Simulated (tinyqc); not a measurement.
Worked calculation: implant damage, amorphisation by cascade overlap, and solid-phase epitaxial regrowth. Computed by tinyqc, a small Python program that keeps every step. Command: `OMP_NUM_THREADS=1 python tinyqc.py 3113706 3113707 out.jsonl sper walk`. One thread of a shared host (Intel(R) Xeon(R) Processor @ 2.30GHz), about 0.01 s of CPU time with the checks. Intermediate numbers are printed to about 7 digits and carried at full precision; extremes and crossings named in words are read from the listed rows.

Range and width of the damage are inputs. Dynamic annealing enters only through the surviving share f.

Inputs (values chosen for the exercise, modelled on antimony ions in silicon):
```
quantity                            value    unit
atomic density N                     49.9  1/nm^3
ion Z1                                 51       -
ion mass M1                         121.8       u
target Z2                              14       -
target mass M2                      28.09       u
ion energy E                           80     keV
displacement energy E_d                15      eV
depth of the damage peak R_d           42      nm
width of the damage profile s_d        20      nm
share of defects that survive f      0.75       -
critical displaced share x_c         0.17       -
dose Q                            3.4e+14  1/cm^2
overlaps needed n                       1       -
area amorphised by one track A_i     0.32    nm^2
regrowth prefactor v0             3.6e+15    nm/s
regrowth energy E_a                  2.72      eV
anneal temperature                    580       C
rate relative to (100)                  1       -
peak enhancement by the dopant        3.3       -
ramp rate                              16     K/s
```

Constants: a_0 = 0.529177210903 angstrom; e^2/(4 pi eps_0) = 14.39964548 eV angstrom; k_B = 8.617333262e-05 eV/K.

## Damage energy and displacements per ion

Robinson partition: eps = E a M2/(Z1 Z2 (e^2/(4 pi eps_0)) (M1 + M2)), a = 0.8853 a_0/sqrt(Z1^(2/3) + Z2^(2/3)); k = 0.0793 Z1^(2/3) Z2^(1/2) (M1 + M2)^(3/2)/((Z1^(2/3) + Z2^(2/3))^(3/4) M1^(3/2) M2^(1/2)); damage energy T_d = E/(1 + k (eps + 0.40244 eps^(3/4) + 3.4008 eps^(1/6))); displacements nu = 0.8 T_d/(2 E_d).

reduced energy eps = 0.1544587

k = 0.1130010

damage energy T_d = 61.06171 keV

T_d/E = 0.7632713

displacements per ion nu = 1628.312

24 % of the energy goes to electrons.

## The amorphous layer

Displaced share x(z) = f nu Q exp(-(z - R_d)^2/(2 s_d^2))/(sqrt(2 pi) s_d N); the layer is amorphous where x > x_c, between R_d -/+ s_d sqrt(2 ln(x_max/x_c)), the upper edge being cut at the surface. Threshold dose Q_c = Q x_c/x_max.

peak displaced share x_max = 1.659806

threshold dose Q_c = 3.482334e+13 1/cm^2

upper edge = 0 nm

lower edge = 84.69574 nm

The layer reaches the surface. Caution: x above 1 counts atoms displaced more than once.

## Damage left below the interface

Displaced atoms per area beyond the lower edge z2: f nu Q (1/2) erfc((z2 - R_d)/(sqrt2 s_d)); they are not removed by regrowth.

share of the damage beyond z2 = 0.01638921

displaced atoms beyond z2 = 6.805121e+15 1/cm^2

## Layer against dose

The formulas are those given above.

Dose series; the last column is f nu Q erfc((z2 - R_d)/(sqrt2 s_d))/2:
```
Q (1/cm^2)     x_max  upper edge (nm)  lower edge (nm)  displaced atoms beyond z2 (1/cm^2)
3.83e+13    0.186972         33.27478         50.72522                        1.549709e+16
5.22e+13    0.254829         24.00457         59.99543                        1.173742e+16
8.71e+13    0.425203         14.91836         69.08164                        9.345105e+15
1.39e+14    0.678568          8.72315         75.27685                        8.160288e+15
2.44e+14    1.191155          2.53477         81.46523                        7.220945e+15
4.18e+14    2.040585          0.00000         86.58873                        6.581279e+15
8.71e+14    4.252033          0.00000         92.74922                        5.938599e+15
1.74e+15    8.494302          0.00000         97.93820                        5.481718e+15
```

A dose 45 times larger moves the lower edge from 50.7 to 97.9 nm, as the root of a logarithm, and the damage beyond it falls by a factor 2.8, since the edge lies on an ever steeper tail. The layer reaches the surface at Q_c exp(R_d^2/(2 s_d^2)) = 3.16e14 per cm^2.

## Overlap model

Gibbons model: a point turns amorphous after n + 1 hits; with y = A_i Q the amorphous share is 1 - exp(-y) sum_(k=0..n) y^k/k!. Doses are set by y.

Amorphous share:
```
y      Q (1/cm^2)  direct impact (n = 0)    given n
0.1  3.125000e+13              0.0951626  0.0046788
0.3  9.375000e+13              0.2591818  0.0369363
0.6  1.875000e+14              0.4511884  0.1219014
1.0  3.125000e+14              0.6321206  0.2642411
2.0  6.250000e+14              0.8646647  0.5939942
3.0  9.375000e+14              0.9502129  0.8008517
5.0  1.562500e+15              0.9932621  0.9595723
8.0  2.500000e+15              0.9996645  0.9969808
```

At small y the share grows as y^2; between the first rows the exponent is 1.88.

## Isothermal regrowth

v = v0 x orientation factor x exp(-E_a/(k_B T)) x [1 + (enhancement - 1) exp(-(z - R_d)^2/(2 s_d^2))], T = anneal temperature + 273.15 K; the dopant is taken to follow the damage profile; the lower front moves from the lower edge z2 to the surface, or to the middle (z1 + z2)/2 of a buried layer with upper edge z1; time = int dz/v; the equivalent undoped distance is that time times the undoped velocity.

undoped velocity = 0.3080048 nm/s

distance to regrow = 84.69574 nm

time without enhancement = 274.9819 s

equivalent undoped distance = 40.43478 nm

time with enhancement = 131.2797 s

The rate doubles for each 16 K or so near this temperature.

## Regrowth during a ramp

On a linear ramp from 200 C regrowth ends at the T_f where int v_undoped dT/(ramp rate) equals the equivalent undoped distance.

temperature at which regrowth ends = 692.8248 C

Checks made by the program: tail against quadrature of x(z) N (relative difference below 1e-10).
